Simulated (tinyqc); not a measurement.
Stability and critical current from long pulses.

Question. For long pulses a magnetic tunnel junction switches at I = Ic0 [1 - ln(tp/t0)/Delta]. Find Ic0 and Delta.

Inputs (values chosen for the exercise):
```
symbol  value  unit       meaning
t0          1    ns  attempt time
```

switching current for pulses of 0.0001 and 0.01 s (uA): [31.436472, 28.682163]

Answer. I is linear in ln tp: it equals Ic0 at tp = t0, and the slope is -Ic0/Delta.

Ic0 = 38.32 uA
Delta = 64.07

Computed by the program tinyqc: `OMP_NUM_THREADS=1 python tinyqc.py 2450142 2450143 out.jsonl`, one thread of a shared Intel Xeon 2.30GHz, about 0.01 s for the whole run.
